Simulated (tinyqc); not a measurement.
LCCD on RHF in the sto-3g basis, for BeH2, spin multiplicity 1, step by step. One step of it, computed by the program tinyqc.

Task: Iteration 7 (converged): orbitals. Diagonalise F' = X^T F X, C = X C', fill 3 alpha and 3 beta electrons from the bottom; D = 2 C_occ C_occ^T. Each column has its largest component positive (the first on a tie).

converged F (hartree):
```
,1Be 1s,1Be 2s,1Be 2px,1Be 2py,1Be 2pz,2H 1s,3H 1s
1Be 1s,-4.535028,-1.290621,0.000000,0.000000,0.001194,-0.183835,-0.183835
1Be 2s,-1.290621,-0.584390,0.000000,0.000000,-0.007800,-0.315909,-0.315909
1Be 2px,0.000000,0.000000,0.213308,0.000000,0.000000,0.000000,0.000000
1Be 2py,0.000000,0.000000,0.000000,-0.119551,0.000000,-0.290212,0.290212
1Be 2pz,0.001194,-0.007800,0.000000,0.000000,0.212768,-0.011666,-0.011666
2H 1s,-0.183835,-0.315909,0.000000,-0.290212,-0.011666,-0.212743,-0.008060
3H 1s,-0.183835,-0.315909,0.000000,0.290212,-0.011666,-0.008060,-0.212743
```

X:
```
,1,2,3,4,5,6,7
1Be 1s,0.000000,-0.428334,0.857613,0.000000,-0.279072,0.289822,0.000000
1Be 2s,0.000000,1.050312,-0.059438,0.000000,-0.034248,0.548950,0.000000
1Be 2px,0.000000,0.000000,0.000000,1.000000,0.000000,0.000000,0.000000
1Be 2py,1.129480,0.000000,0.000000,0.000000,0.000000,0.000000,0.561051
1Be 2pz,0.000000,0.054827,0.321879,0.000000,0.945494,0.027338,0.000000
2H 1s,-0.805203,-0.645159,-0.319399,0.000000,0.104939,0.351795,0.393501
3H 1s,0.805203,-0.645159,-0.319399,0.000000,0.104939,0.351795,-0.393501
```

Give: F' = X^T F X; orbital energies; coefficients C; D after iteration 7.

Result:

F' = X^T F X (hartree):
```
,1,2,3,4,5,6,7
1,0.6378,0.0000,0.0000,0.0000,0.0000,0.0000,0.0582
2,0.0000,0.1551,0.7632,0.0000,-0.2482,0.3512,0.0000
3,0.0000,0.7632,-3.0458,0.0000,1.1191,-1.5986,0.0000
4,0.0000,0.0000,0.0000,0.2133,0.0000,0.0000,0.0000
5,0.0000,-0.2482,1.1191,0.0000,-0.1719,0.5621,0.0000
6,0.0000,0.3512,-1.5986,0.0000,0.5621,-1.3419,0.0000
7,0.0582,0.0000,0.0000,0.0000,0.0000,0.0000,-0.3573
```

orbital energies (hartree): MO1 -4.5384, MO2 -0.4054, MO3 -0.3607, MO4 0.2113, MO5 0.2133, MO6 0.3280, MO7 0.6412

coefficients C:
```
,MO1,MO2,MO3,MO4,MO5,MO6,MO7
1Be 1s,0.9919,-0.2108,0.0000,0.0362,0.0000,-0.2262,0.0000
1Be 2s,0.0307,0.6223,0.0000,-0.1497,0.0000,0.9993,0.0000
1Be 2px,0.0000,0.0000,0.0000,0.0000,1.0000,0.0000,0.0000
1Be 2py,0.0000,0.0000,0.4944,0.0000,0.0000,0.0000,1.1602
1Be 2pz,-0.0001,0.0115,0.0000,0.9874,0.0000,0.1618,0.0000
2H 1s,-0.0038,0.3926,0.4397,0.0807,0.0000,-0.7017,-0.7809
3H 1s,-0.0038,0.3926,-0.4397,0.0807,0.0000,-0.7017,0.7809
```

D after iteration 7:
```
,1Be 1s,1Be 2s,1Be 2px,1Be 2py,1Be 2pz,2H 1s,3H 1s
1Be 1s,2.0567,-0.2014,0.0000,0.0000,-0.0050,-0.1731,-0.1731
1Be 2s,-0.2014,0.7763,0.0000,0.0000,0.0143,0.4884,0.4884
1Be 2px,0.0000,0.0000,0.0000,0.0000,0.0000,0.0000,0.0000
1Be 2py,0.0000,0.0000,0.0000,0.4888,0.0000,0.4347,-0.4347
1Be 2pz,-0.0050,0.0143,0.0000,0.0000,0.0003,0.0090,0.0090
2H 1s,-0.1731,0.4884,0.0000,0.4347,0.0090,0.6949,-0.0784
3H 1s,-0.1731,0.4884,0.0000,-0.4347,0.0090,-0.0784,0.6949
```
